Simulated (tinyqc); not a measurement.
Froehlich polaron in a polar crystal. From coupling constant alpha back to band mass m*. Computed by tinyqc, a small Python program. Command: `OMP_NUM_THREADS=1 python tinyqc.py 3029319 3029320 out.jsonl frohlich inv`. One thread of a shared host (Intel(R) Xeon(R) Processor @ 2.30GHz), about 0.06 s of CPU time with the checks.

One electron in a parabolic band of mass m*, coupled to dispersionless LO phonons in the continuum model. Energies are in units of hbar omega unless marked, wave numbers in k_0 = sqrt(2 m* omega/hbar).

Inputs (values chosen for the exercise, for a model crystal): LO phonon energy hbar omega = 104 meV; eps_inf = 7.33; static dielectric constant eps_s = 16.2.

Constants: hbar^2/(2 m_0) = 3.80998212 eV angstrom^2; e^2/(4 pi eps_0) = 14.39964548 eV angstrom.

Method. 1/eps* = 1/eps_inf - 1/eps_s; k_0 = sqrt(2 m* omega/hbar) = sqrt(m* hbar omega / (hbar^2/(2 m_0))) with m* in m_0; alpha = (e^2/(4 pi eps_0)) k_0/(2 eps* hbar omega); polaron length 1/k_0.

Task: A run gave the result below. Find the band mass m*, known to lie between 0.49 and 1.1 m_0.

coupling constant alpha = 0.8312059

Result:

Each step takes the trial c = (a f_b - b f_a)/(f_b - f_a), f being the result less the target and a, b, c the logarithms of the listed values; c replaces end b, the old b replaces a if the sign of f changed, and otherwise f_a is halved.

Scan of the range:

| band mass m* (m_0) | coupling constant alpha |
|---|---|
| 0.490 | 0.598062 |
| 0.561 | 0.639926 |
| 0.642 | 0.684567 |
| 0.734 | 0.731975 |
| 0.840 | 0.783047 |
| 0.961 | 0.837549 |
| 1.100 | 0.896076 |

False position (Illinois rule, in the logarithm of the input) inside the bracket:

| step | end a | end b | trial | coupling constant alpha |
|---|---|---|---|---|
| 1 | 0.840000 | 0.961000 | 0.946067 | 0.831016 |
| 2 | 0.961000 | 0.946067 | 0.946498 | 0.831205 |
| 3 | 0.961000 | 0.946498 | 0.946502 | 0.831207 |
| 4 | 0.946498 | 0.946502 | 0.946500 | 0.831206 |

Coupling constant alpha rises at every point of a 13-point scan of the range (every second point is shown), so one value fits; it is bracketed by 0.840 and 0.961. The scan shows a pure power law with exponent 0.5000, so scaling from any one row also gives the answer directly. Answer: band mass m* = 0.9465 m_0.
